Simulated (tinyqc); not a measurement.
A spin-degenerate level with charging energy between two leads, rate equations: one step of the calculation.

States 0, up, down and 2 with energies 0, e1 - Ez/2, e1 + Ez/2 and 2 e1 + U. mu_L = +V/2, mu_R = -V/2 (meV), f(x) = 1/(1 + exp(x/kB T)). A transition that adds one electron of given spin at the energy E has the rate G f(E - mu) from each lead, and its reverse G [1 - f(E - mu)]. I counts electrons leaving the left lead, times q.

Question. Time step. Explicit Euler step: p(new) = p + dt W p.

Inputs (values chosen for the exercise): time step dt = 0.5 ns.

W (1/ns):
```
,0,up,down,2
0,-0.46000000,0.23000000,0.23000000,0.00000000
up,0.23000000,-0.23000000,0.00000000,0.46000000
down,0.23000000,0.00000000,-0.23000000,0.46000000
2,0.00000000,0.00000000,0.00000000,-0.92000000
```

p after step 1: 0 0.77000000, up 0.11500000, down 0.11500000, 2 0.00000000

Wanted: p after step 2.

Answer.

p after step 2: 0 0.6193, up 0.1903, down 0.1903, 2 0.0000

Range of the model: Rate equations need hbar G well below kB T; cotunnelling and the Kondo effect are left out.

Numbers from tinyqc (`OMP_NUM_THREADS=1 python tinyqc.py 2780026 2780027 out.jsonl`; about 0.01 s on one thread of a shared Intel Xeon 2.30GHz).
